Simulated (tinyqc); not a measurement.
# Mass and degeneracy from charge and saturation current

Question. At high drain voltage only states moving towards the drain are filled: n = (N0/2) F_0(eta), N0 = gv m kB T/(pi hbar^2), F_0(x) = ln(1 + exp x), and I = q (N0/2) vT F_(1/2)(eta) per width, vT = sqrt(2 kB T/(pi m)), F_(1/2)(x) = (2/sqrt(pi)) int_0^infinity u^(1/2)/(1 + exp(u - x)) du. Find eta and m.

Values chosen for this exercise: temperature T = 250 K; valley degeneracy gv = 1.

Constants: q = 1.602176634e-19 C, kB = 1.380649e-23 J/K, hbar = 1.054571817e-34 J s, m0 = 9.1093837015e-31 kg. Results are converted to the units shown.

n = 9.2895647e11 cm^-2
I = 844.19366 uA/um

Answer. The mass drops out of I^2/(q^2 n) = gv (kB T)^2 F_(1/2)^2/(pi^2 hbar^2 F_0), which rises with eta and so fixes it; n then gives m.

eta = 6.79
m = 0.0304 m0

tinyqc, about 0.01 s, one thread, Intel Xeon 2.30GHz (shared host): `OMP_NUM_THREADS=1 python tinyqc.py 2400026 2400027 out.jsonl`
